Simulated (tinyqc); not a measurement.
Thermoelectric coefficients with electrons and holes, Landauer integrals: one step of the calculation.

Bulk parabolic band, x = (E - Ec)/kB T, C = hbar^2/(2 m0), kB T in eV. Modes per area gv m kB T x/(4 pi C) times the back-scattering length l0 x^rr give the transport function s0 X(x), s0 = (2 q^2/h) gv m kB T l0/(4 pi C), X = x^(1 + rr). Holes have the same form with the prefactor bb s0 and the reduced level -eta - xg in place of eta. I_k = int X (x - eta)^k w dx, w = 1/(4 cosh^2((x - eta)/2)).

Question. Both bands together. sigma = s0 I_0, S = -(kB/q) I_1/I_0, Lorenz number L = (kB/q)^2 [I_2/I_0 - (I_1/I_0)^2], kappa_e = L sigma T. With both bands: sigma = sigma_n + sigma_p, S = (sigma_n S_n + sigma_p S_p)/sigma with S_p = +(kB/q) I_1/I_0 of the holes, and kappa_e is the sum of L sigma T of both bands and the bipolar term sigma_n sigma_p (S_p - S_n)^2 T/sigma. Power factor S^2 sigma, ZT = S^2 sigma T/(kappa_e + kL).

Parameters, values chosen for the exercise:

| symbol | value | unit | meaning |
|---|---|---|---|
| T | 200 | K | temperature |
| m | 0.16 | m0 | mass of one valley |
| gv | 6 |  | valleys |
| l0 | 10 | nm | back-scattering length at x = 1 |
| kL | 8.4 | W/(m K) | lattice thermal conductivity |
| eta | -1.4 |  | reduced Fermi level (EF - Ec)/kB T |
| xg | 2.8 |  | gap over kB T |
| bb | 0.97 |  | ratio of the hole prefactor to the electron prefactor |

Constants: q = 1.602176634e-19 C, kB = 1.380649e-23 J/K, hbar = 1.054571817e-34 J s, h = 6.62607015e-34 J s, m0 = 9.1093837015e-31 kg, Vt = kB T/q, hbar^2/(2 m0) = 0.0380998212 eV nm^2. Results are converted to the units shown.

sigma = 81.007463 S/cm
S = -344.70689 uV/K
kappa_e = 0.030373662 W/(m K)
converged I_0, I_1, I_2 of the holes: 0.30254429  1.2102248  5.6048994

Give: sigma_p; S_p; S; bipolar kappa; ZT.

Answer.

sigma_p = 78.577 S/cm
S_p = 344.71 uV/K
S = -5.2493 uV/K
bipolar kappa = 0.37916 W/(m K)
ZT = 9.9501e-6

Holes carry 49.2 % of the conductivity and change S from -345 to -5.25 uV/K. Electrons alone would give ZT = 0.0228.

Range of the model: Parabolic bands, elastic scattering and a fixed kL make these model figures, not those of a material.

Program tinyqc, `OMP_NUM_THREADS=1 python tinyqc.py 2800134 2800135 out.jsonl`; Intel Xeon 2.30GHz, shared host, one thread, about 0.04 s.
